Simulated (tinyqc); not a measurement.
Vibrations of a mass or spring defect in a linear chain: one step, computed by the program tinyqc. Command: `OMP_NUM_THREADS=1 python tinyqc.py 3005801 3005802 out.jsonl localmode walk`. One thread of a shared host (Intel(R) Xeon(R) Processor @ 2.30GHz), about 0.01 s of CPU time with the checks.

A ring of N atoms with nearest-neighbour springs k and motion along the chain. Atom 1 is the defect, of mass M', and its two springs are k'. Odd sites are A (the defect replaces an A atom), even sites B.

Problem. Frequencies of the ring. Diagonalise D and leave out the zero eigenvalue of the uniform shift. nu = 15.6333042 THz x sqrt(lambda), lambda in eV/(angstrom^2 u).

Host: diatomic.

D (eV/(angstrom^2 u)), lower triangle (symmetric):
```
            1          2          3          4          5          6          7          8
1    1.181430
2   -0.631838   1.126374
3    0.000000  -0.291989   0.378462
4    0.000000   0.000000  -0.291989   0.901099
5    0.000000   0.000000   0.000000  -0.291989   0.378462
6    0.000000   0.000000   0.000000   0.000000  -0.291989   0.901099
7    0.000000   0.000000   0.000000   0.000000   0.000000  -0.291989   0.378462
8    0.000000   0.000000   0.000000   0.000000   0.000000   0.000000  -0.291989   0.901099
9    0.000000   0.000000   0.000000   0.000000   0.000000   0.000000   0.000000  -0.291989
10  -0.631838   0.000000   0.000000   0.000000   0.000000   0.000000   0.000000   0.000000

            9        10
9    0.378462
10  -0.291989  1.126374
```

Constants: nu for 1 eV/(angstrom^2 u) = 15.6333042 THz.

Give: nonzero frequencies.

Solution.

nonzero frequencies (THz): 5.24  5.37  9.03  10.49  15.52  16.14  17.40  17.63  22.51
